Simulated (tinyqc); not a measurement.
Quasi-harmonic thermal expansion with mode Grueneisen parameters: one step, computed by the program tinyqc.

A crystal with two atoms a cell; per atom there are 1 transverse acoustic (TA), 1/2 longitudinal acoustic (LA) and 3/2 optical (O) modes. Every frequency of group i scales as nu_i (V/V0)^(-gamma_i). The acoustic groups have Debye spectra, density 3 nu^2/nu_i^3 up to nu_i (40 Gauss-Legendre points); the optical group has one frequency. Static energy: E = (9 V0 B0/16) [y^3 B' + y^2 (2 - 4 y)], y = (V0/V)^(2/3) - 1, with pressure P_s = (3 B0/2) (z^7 - z^5) [1 + (3/4)(B' - 4)(z^2 - 1)], z = (V0/V)^(1/3).

Task: Zero-point expansion. Phonon pressure P_ph = sum_i gamma_i U_i/V. At T = 0, U_i is the zero-point energy (h nu/2 a mode); solve P_s + P_ph = 0.

Inputs (values chosen for the exercise, modelled on zinc selenide): static volume V0 = 22.8 angstrom^3/atom; static bulk modulus B0 = 64.1 GPa; static B' = 4.87; frequency nu_TA = 2.09 THz; frequency nu_LA = 5.23 THz; frequency nu_O = 7.06 THz; Grueneisen parameter gamma_TA = -1.2; Grueneisen parameter gamma_LA = 1.1; Grueneisen parameter gamma_O = 1.5.

Acoustic groups: Debye.

Constants: h x 1 THz = 4.135667696 meV; k_B = 8.617333262e-05 eV/K; 1 eV/angstrom^3 = 160.2176634 GPa.

Give: volume at T = 0; zero-point volume change.

Result:

volume at T = 0 = 22.88 angstrom^3/atom

zero-point volume change = 0.3666 %
